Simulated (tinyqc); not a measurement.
Heisenberg magnet: exchange from energy differences, ordering vector, linear spin waves and ordering temperature: one step, computed by the program tinyqc. Command: `OMP_NUM_THREADS=1 python tinyqc.py 3020467 3020468 out.jsonl magnon walk`. One thread of a shared host (Intel(R) Xeon(R) Processor @ 2.30GHz), about 0.3 s of CPU time with the checks.

H = -sum over pairs <ij> J_ij S_i.S_j - K sum_i (S_i^z)^2, each pair once, J > 0 ferromagnetic. First neighbours: 12 at a (0.5, 0.5, 0), second: 6 at a (1, 0, 0), with all permutations and signs.

Task: Energies of ordered states. J(q) = J1 g1(q) + J2 g2(q), g_s(q) = sum over shell s of cos(q.R). A classical spiral or collinear state of wave vector Q has the exchange energy -(S^2/2) J(Q) per site.

Inputs (values chosen for the exercise, for a model magnet): exchange J1 = 0.75 meV; exchange J2 = 0.16 meV; spin S = 1.

Lattice: fcc.

Give: States, Q in 2 pi/a.

Result:

States, Q in 2 pi/a:
```
Q,g1,g2,energy (meV/site)
"G (0, 0, 0)",12,6,-4.98
"X (1, 0, 0)",-4,6,1.02
"L (0.5, 0.5, 0.5)",0,-6,0.48
"W (1, 0.5, 0)",-4,2,1.34
```

The lowest of these is G (0, 0, 0), 5.460 meV per site below L (0.5, 0.5, 0.5).
